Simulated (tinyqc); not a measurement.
Floating body of a partially depleted SOI transistor: body voltage and kink: one step of the calculation.

Source at 0 V. Channel current Ic = 2 nf K Vt^2 [F(0) - F(Vd)](1 + la Vd), F(V) = ln^2(1 + exp((Vg - VT - nf V)/(2 nf Vt))), VT = VT0 - gb Vb. Saturation voltage Vs = 2 Vt sqrt(F(0)) + 3 Vt, excess Ve = (Vd - Vs + sqrt((Vd - Vs)^2 + 0.0004 V^2))/2, multiplication M1 = Ai Ve exp(-Bl/Ve). Each junction passes D(v) = J1 (exp(v/Vt) - 1) + J2 (exp(v/(2 Vt)) - 1). Bipolar current Ib = bb J1 (exp(Vb/Vt) - 1). The body settles where M1 (Ic + Ib) = D(Vb) + D(Vb - Vd) + Vb/Rb; drain current Id = (1 + M1)(Ic + Ib) - D(Vb - Vd).

Question. Drain current with floating and with grounded body. Id and VT at the converged Vb, Id at Vb = 0, their ratio, and the bipolar share Ib/(Ic + Ib).

Inputs (values chosen for the exercise); values of the order met in partially depleted silicon-on-insulator transistors:
```
symbol    value         unit                                                                                            meaning
T           300            K                                                                                        temperature
VT0        0.45            V                                                                     threshold at zero body voltage
gb         0.25                                                                  fall of the threshold per volt of body voltage
nf         1.25                                                                                                    slope factor
K           110  uA/(V^2 um)                                                                              gain factor per width
la         0.05          1/V                                                                   channel-length modulation factor
Ai         3.34          1/V                                                                        impact-ionisation prefactor
Bl          5.9            V                                                                          impact-ionisation voltage
J1      3.9e-13        uA/um                                                      diffusion saturation current of each junction
J2       7.8e-8        uA/um                                                  recombination saturation current of each junction
bb            1                                                 gain of the lateral bipolar transistor on the diffusion current
Rb          1e9      kohm um  resistance of a weak body tie to the source (1e9 stands for no tie, and the term is then dropped)
Vg         0.93            V                                                                                       gate voltage
Vd          2.4            V                                                                                      drain voltage
```

Constants: q = 1.602176634e-19 C, kB = 1.380649e-23 J/K, Vt = kB T/q. Results are converted to the units shown.

converged Vb = 0.78434797 V

Give: VT; Id, floating; Id, grounded; ratio; bipolar share.

Answer.

VT = 0.25391 V
Id, floating = 34.538 uA/um
Id, grounded = 14.860 uA/um
ratio = 2.3242
bipolar share = 20.630 %

The body rises to 0.784 V and lowers the threshold by 196 mV.

Range of the model: The multiplication law is an empirical form chosen for the exercise; self-heating and capacitive coupling to the body are left out, and the linear laws are rough once Vb passes about 0.7 V or M1 about 0.1.

Computed by the program tinyqc: `OMP_NUM_THREADS=1 python tinyqc.py 2182126 2182127 out.jsonl`, one thread of a shared Intel Xeon 2.30GHz, about 0.2 s for the whole run.
